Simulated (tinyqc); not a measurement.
Ways to converge the cycle: SCF convergence aids in the 6-311g basis, for H2, spin multiplicity 3. Computed by the program tinyqc with PySCF. UHF with one setting changed at a time; a run stops when the energy changes by less than 1e-09 hartree and the error matrix is below 1e-5. The start is random orbitals. Damping d keeps d of the old density; a shift (hartree) raises the virtual levels; DIIS n extrapolates F over n matrices.

Geometry (angstrom):
```
atom,x,y,z
H,0.0000,0.0000,0.0000
H,0.0000,0.0000,0.8390
```

lowest solution found by these runs and by PySCF with stability checks = -0.816818 hartree

Largest element of the error matrix X^T (FDS - SDF) X:
```
iteration,plain,damping 0.3,damping 0.6,shift 0.4,DIIS 3,DIIS 8
1,1.0e+00,1.0e+00,1.0e+00,1.0e+00,1.0e+00,1.0e+00
2,2.5e-01,4.7e-01,7.0e-01,3.8e-01,2.5e-01,2.5e-01
3,5.8e-02,2.2e-01,4.8e-01,1.2e-01,2.2e-02,2.2e-02
4,1.8e-02,1.0e-01,3.3e-01,4.2e-02,9.9e-03,9.9e-03
5,9.3e-03,4.7e-02,2.3e-01,2.4e-02,2.1e-03,2.0e-03
6,5.2e-03,2.3e-02,1.6e-01,1.5e-02,2.5e-04,1.1e-04
8,1.8e-03,7.7e-03,7.6e-02,7.9e-03,8.3e-06,3.2e-06
10,6.8e-04,3.6e-03,3.7e-02,4.6e-03,-,-
14,9.3e-05,9.2e-04,9.8e-03,1.7e-03,-,-
20,4.7e-06,1.3e-04,2.5e-03,3.9e-04,-,-
30,-,5.3e-06,4.1e-04,3.2e-05,-,-
45,-,-,3.2e-05,-,-,-
```

How each run ends:
```
run,iterations,E (hartree),state
plain,20,-0.81682,lowest found
damping 0.3,30,-0.81682,lowest found
damping 0.6,53,-0.81682,lowest found
shift 0.4,36,-0.81682,lowest found
DIIS 3,9,-0.81682,lowest found
DIIS 8,9,-0.81682,lowest found
```

What does the comparison show, and why?

6 of 6 runs reach the lowest solution found, in 9 to 53 iterations (fastest: DIIS 3, DIIS 8). Plain steps already contract here, so damping only slows them. DIIS 3 and DIIS 8 gain by cancelling the error over several earlier matrices, much as a quasi-Newton step does.
